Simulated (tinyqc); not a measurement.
Worked calculation: Pariser-Parr-Pople SCF with singles CI, for the molecule C=C1C=CC=CC=C1 (SMILES; centres numbered as the heavy atoms are written). Computed by tinyqc, a small Python program that keeps every step. Settings: charge = 0, gamma = Ohno, start = huckel, damping = 0.5, iteration cap = 65, excitations kept = 4. Command: `OMP_NUM_THREADS=1 python tinyqc.py 20343 20344 out.jsonl` (the two numbers bound the seeds that draw the settings). One thread of a shared host (Intel(R) Xeon(R) Processor @ 2.60GHz), about 0.01 s of CPU time with the checks. Later iterations appear only in the table of the cycle.

## PPP integrals

Centres (angstrom, eV; a flat drawing with bonds scaled to 1.40 angstrom):
```
centre          x          y  core charge z          W   gamma_rr
1C       2.637000   0.000000              1  11.160000  11.130000
2C       1.237000   0.000000              1  11.160000  11.130000
3C       0.629000   1.261000              1  11.160000  11.130000
4C      -0.736000   1.573000              1  11.160000  11.130000
5C      -1.830000   0.700000              1  11.160000  11.130000
6C      -1.830000  -0.700000              1  11.160000  11.130000
7C      -0.736000  -1.573000              1  11.160000  11.130000
8C       0.629000  -1.261000              1  11.160000  11.130000
```

Resonance integrals (eV):
```
i  j       beta
1  2  -2.140000
2  3  -2.140000
3  4  -2.140000
4  5  -2.140000
5  6  -2.140000
6  7  -2.140000
7  8  -2.140000
8  2  -2.140000
```

Ohno: gamma = 14.399645/sqrt(R^2 + a^2), a = 2 x 14.399645/(gamma_rr + gamma_ss); H_rr = -W_r - sum_(s != r) z_s gamma_rs; H_rs = beta for bonds.

repulsion gamma_rs (eV), order 1C, 2C, 3C, 4C, 5C, 6C, 7C, 8C:
```
[[11.130000, 7.553862, 5.331000, 3.654533, 3.061819, 3.061819, 3.654533, 5.331000],
 [7.553862, 11.130000, 7.554085, 5.078081, 4.233299, 4.233299, 5.078081, 7.554085],
 [5.331000, 7.554085, 11.130000, 7.553271, 5.079867, 4.234084, 4.233612, 5.080158],
 [3.654533, 5.078081, 7.553271, 11.130000, 7.554938, 5.079247, 4.233148, 4.233612],
 [3.061819, 4.233299, 5.079867, 7.554938, 11.130000, 7.553862, 5.079247, 4.234084],
 [3.061819, 4.233299, 4.234084, 5.079247, 7.553862, 11.130000, 7.554938, 5.079867],
 [3.654533, 5.078081, 4.233612, 4.233148, 5.079247, 7.554938, 11.130000, 7.553271],
 [5.331000, 7.554085, 5.080158, 4.233612, 4.234084, 5.079867, 7.553271, 11.130000]]
```

core matrix H (eV), order 1C, 2C, 3C, 4C, 5C, 6C, 7C, 8C:
```
[[-42.808567, -2.140000, 0.000000, 0.000000, 0.000000, 0.000000, 0.000000, 0.000000],
 [-2.140000, -52.444793, -2.140000, 0.000000, 0.000000, 0.000000, 0.000000, -2.140000],
 [0.000000, -2.140000, -50.226077, -2.140000, 0.000000, 0.000000, 0.000000, 0.000000],
 [0.000000, 0.000000, -2.140000, -48.546829, -2.140000, 0.000000, 0.000000, 0.000000],
 [0.000000, 0.000000, 0.000000, -2.140000, -47.957117, -2.140000, 0.000000, 0.000000],
 [0.000000, 0.000000, 0.000000, 0.000000, -2.140000, -47.957117, -2.140000, 0.000000],
 [0.000000, 0.000000, 0.000000, 0.000000, 0.000000, -2.140000, -48.546829, -2.140000],
 [0.000000, -2.140000, 0.000000, 0.000000, 0.000000, 0.000000, -2.140000, -50.226077]]
```

## Starting guess

pi electrons, sum of z_r less the charge = 8

Orbitals of the Hueckel matrix of the beta values.

P at the start, order 1C, 2C, 3C, 4C, 5C, 6C, 7C, 8C:
```
[[1.310592, 0.756379, -0.167157, -0.306399, 0.209500, 0.209500, -0.306399, -0.167157],
 [0.756379, 0.976279, 0.449980, 0.042344, -0.096898, -0.096898, 0.042344, 0.449980],
 [-0.167157, 0.449980, 0.942181, 0.765300, 0.061815, -0.325870, -0.105819, 0.243598],
 [-0.306399, 0.042344, 0.765300, 0.961652, 0.536328, 0.052894, -0.124616, -0.105819],
 [0.209500, -0.096898, 0.061815, 0.536328, 0.952731, 0.737583, 0.052894, -0.325870],
 [0.209500, -0.096898, -0.325870, 0.052894, 0.737583, 0.952731, 0.536328, 0.061815],
 [-0.306399, 0.042344, -0.105819, -0.124616, 0.052894, 0.536328, 0.961652, 0.765300],
 [-0.167157, 0.449980, 0.243598, -0.105819, -0.325870, 0.061815, 0.765300, 0.942181]]
```

## Iteration 1: Fock matrix

F_rr = H_rr + P_rr gamma_rr / 2 + sum_(s != r) P_ss gamma_rs; F_rs = H_rs - P_rs gamma_rs / 2; E = tr P (H + F) / 2 + core repulsion sum_(r<s) z_r z_s gamma_rs.

F (eV), order 1C, 2C, 3C, 4C, 5C, 6C, 7C, 8C:
```
[[-5.231951, -4.996790, 0.445556, 0.559872, -0.320726, -0.320726, 0.559872, 0.445556],
 [-4.996790, -5.044048, -3.839594, -0.107512, 0.205100, 0.205100, -0.107512, -3.839594],
 [0.445556, -3.839594, -5.626177, -5.030258, -0.157005, 0.689880, 0.223999, -0.618757],
 [0.559872, -0.107512, -5.030258, -6.234833, -4.165964, -0.134330, 0.263758, 0.223999],
 [-0.320726, 0.205100, -0.157005, -4.165964, -6.387570, -4.925798, -0.134330, 0.689880],
 [-0.320726, 0.205100, 0.689880, -0.134330, -4.925798, -6.387570, -4.165964, -0.157005],
 [0.559872, -0.107512, 0.223999, 0.263758, -0.134330, -4.165964, -6.234833, -5.030258],
 [0.445556, -3.839594, -0.618757, 0.223999, 0.689880, -0.157005, -5.030258, -5.626177]]
```

pi energy = -102.025927 eV

## Iteration 1: orbitals and new P

Diagonalise F (the basis is taken as orthonormal) and form P = 2 sum c c over the lowest orbitals; 0.5 of the old P is kept.

orbital energies (eV): [-14.719583, -12.431114, -12.294641, -8.359633, -2.235908, -1.179540, 1.562767, 2.884493]

P after iteration 1, order 1C, 2C, 3C, 4C, 5C, 6C, 7C, 8C:
```
[[1.237535, 0.790628, -0.145513, -0.307754, 0.198785, 0.198785, -0.307754, -0.145513],
 [0.790628, 0.986634, 0.421962, 0.030068, -0.081144, -0.081144, 0.030068, 0.421962],
 [-0.145513, 0.421962, 0.933236, 0.783076, 0.051836, -0.329194, -0.085326, 0.250100],
 [-0.307754, 0.030068, 0.783076, 0.985350, 0.515922, 0.031507, -0.118983, -0.085326],
 [0.198785, -0.081144, 0.051836, 0.515922, 0.969330, 0.756798, 0.031507, -0.329194],
 [0.198785, -0.081144, -0.329194, 0.031507, 0.756798, 0.969330, 0.515922, 0.051836],
 [-0.307754, 0.030068, -0.085326, -0.118983, 0.031507, 0.515922, 0.985350, 0.783076],
 [-0.145513, 0.421962, 0.250100, -0.085326, -0.329194, 0.051836, 0.783076, 0.933236]]
```

## Iteration 2: Fock matrix

As before.

F (eV), order 1C, 2C, 3C, 4C, 5C, 6C, 7C, 8C:
```
[[-5.380817, -5.126148, 0.387865, 0.562348, -0.304322, -0.304322, 0.562348, 0.387865],
 [-5.126148, -5.292223, -3.733768, -0.076344, 0.171754, 0.171754, -0.076344, -3.733768],
 [0.387865, -3.733768, -5.598725, -5.097392, -0.131661, 0.696918, 0.180619, -0.635274],
 [0.562348, -0.076344, -5.097392, -6.112772, -4.088879, -0.080015, 0.251836, 0.180619],
 [-0.304322, 0.171754, -0.131661, -4.088879, -6.133580, -4.998374, -0.080015, 0.696918],
 [-0.304322, 0.171754, 0.696918, -0.080015, -4.998374, -6.133580, -4.088879, -0.131661],
 [0.562348, -0.076344, 0.180619, 0.251836, -0.080015, -4.088879, -6.112772, -5.097392],
 [0.387865, -3.733768, -0.635274, 0.180619, 0.696918, -0.131661, -5.097392, -5.598725]]
```

pi energy = -102.148123 eV

## Iteration 2: orbitals and new P

As before.

orbital energies (eV): [-14.578927, -12.426711, -12.174295, -8.525927, -2.068987, -1.126964, 1.780017, 2.758598]

P after iteration 2, order 1C, 2C, 3C, 4C, 5C, 6C, 7C, 8C:
```
[[1.191528, 0.813825, -0.132944, -0.305256, 0.190161, 0.190161, -0.305256, -0.132944],
 [0.813825, 0.994964, 0.401710, 0.023320, -0.071819, -0.071819, 0.023320, 0.401710],
 [-0.132944, 0.401710, 0.932118, 0.797291, 0.044831, -0.329871, -0.073651, 0.249711],
 [-0.305256, 0.023320, 0.797291, 0.997111, 0.499464, 0.021245, -0.114683, -0.073651],
 [0.190161, -0.071819, 0.044831, 0.499464, 0.977526, 0.771727, 0.021245, -0.329871],
 [0.190161, -0.071819, -0.329871, 0.021245, 0.771727, 0.977526, 0.499464, 0.044831],
 [-0.305256, 0.023320, -0.073651, -0.114683, 0.021245, 0.499464, 0.997111, 0.797291],
 [-0.132944, 0.401710, 0.249711, -0.073651, -0.329871, 0.044831, 0.797291, 0.932118]]
```

## Convergence

Stop when output and input P, before any damping, agree to 1e-7.

Course of the cycle:
```
iteration         E (eV)  largest |P(out) - P(in)|
1          -102.02592714                  1.46e-01
2          -102.14812295                  9.20e-02
3          -102.23099147                  5.95e-02
4          -102.28571998                  3.94e-02
5          -102.32133365                  2.67e-02
6          -102.34433861                  1.85e-02
7          -102.35916069                  1.30e-02
8          -102.36871535                  1.04e-02
9          -102.37488937                  8.60e-03
10         -102.37889288                  7.11e-03
11         -102.38149943                  5.88e-03
...                  ...                       ...
55         -102.38651780                  1.05e-06
56         -102.38651780                  8.60e-07
57         -102.38651780                  7.06e-07
58         -102.38651780                  5.80e-07
59         -102.38651780                  4.76e-07
60         -102.38651780                  3.90e-07
61         -102.38651780                  3.20e-07
62         -102.38651780                  2.63e-07
63         -102.38651780                  2.16e-07
64         -102.38651780                  1.77e-07
65         -102.38651780                  1.45e-07
```

Not converged within 65 iterations: the residual falls steadily but slowly, by a factor of about 0.82 a step. Reruns (cap 100 unless said): damping 0: converged in 31 (E = -102.38652); the original settings with a cap of 400: converged in 67 (E = -102.38652).
